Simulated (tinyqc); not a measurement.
Minority-electron transport through the base of a bipolar transistor (Moll-Ross and Kroemer integrals): one step, computed by the program tinyqc. Command: `OMP_NUM_THREADS=1 python tinyqc.py 3003623 3003624 out.jsonl base walk`. One thread of a shared host (Intel(R) Xeon(R) Processor @ 2.30GHz), about 0.01 s of CPU time with the checks.

Low injection, one dimension, x from the emitter edge (0) to the collector edge (W), s = x/W. Recombination is treated as a small correction (valid for tau_B well below tau_n), computed from the stored charge.

Question. Profile and built-in field. N(x) = N_0 (ratio)^(-s^2); n_i(x) = n_i; D(x) = (k_B T/e) mu, mu = mu_min + (mu_max - mu_min)/(1 + (N/N_ref)^0.7). Field that drives electrons towards the collector, averaged over the base: (k_B T/e) ln[N_0 n_i(W)^2/(N(W) n_i^2)]/W.

Inputs (values chosen for the exercise, modelled on silicon):
```
quantity                               value        unit
base doping at the emitter edge N_0  2.7e+19      1/cm^3
base width W                             230          nm
mu_min                                   160  cm^2/(V s)
mu_max                                  1370  cm^2/(V s)
N_ref                                1.6e+17      1/cm^3
temperature T                            300           K
doping ratio N_0/N(W)                     20           -
```

Base doping profile: Gaussian. Gap grading: none. Exit of the base: saturation velocity.

Constants: k_B = 8.617333262e-05 eV/K.

Give: Across the base; drift factor eta (potential drop in k_B T/e); mean built-in field.

Answer.

Across the base:
```
s    N (1/cm^3)  n_i(x)^2/n_i^2  D (cm^2/s)  y (s/cm^5)
0.0  2.7000e+19               1      4.9765  5.4255e+18
0.2  2.3951e+19               1      5.0479  4.7447e+18
0.4  1.6719e+19               1      5.2990  3.1550e+18
0.6  9.1832e+18               1      5.8713  1.5641e+18
0.8  3.9692e+18               1      7.1249  5.5709e+17
1.0  1.3500e+18               1      9.8761  1.3669e+17
```

drift factor eta (potential drop in k_B T/e) = 2.9957

mean built-in field = 3.3672 kV/cm
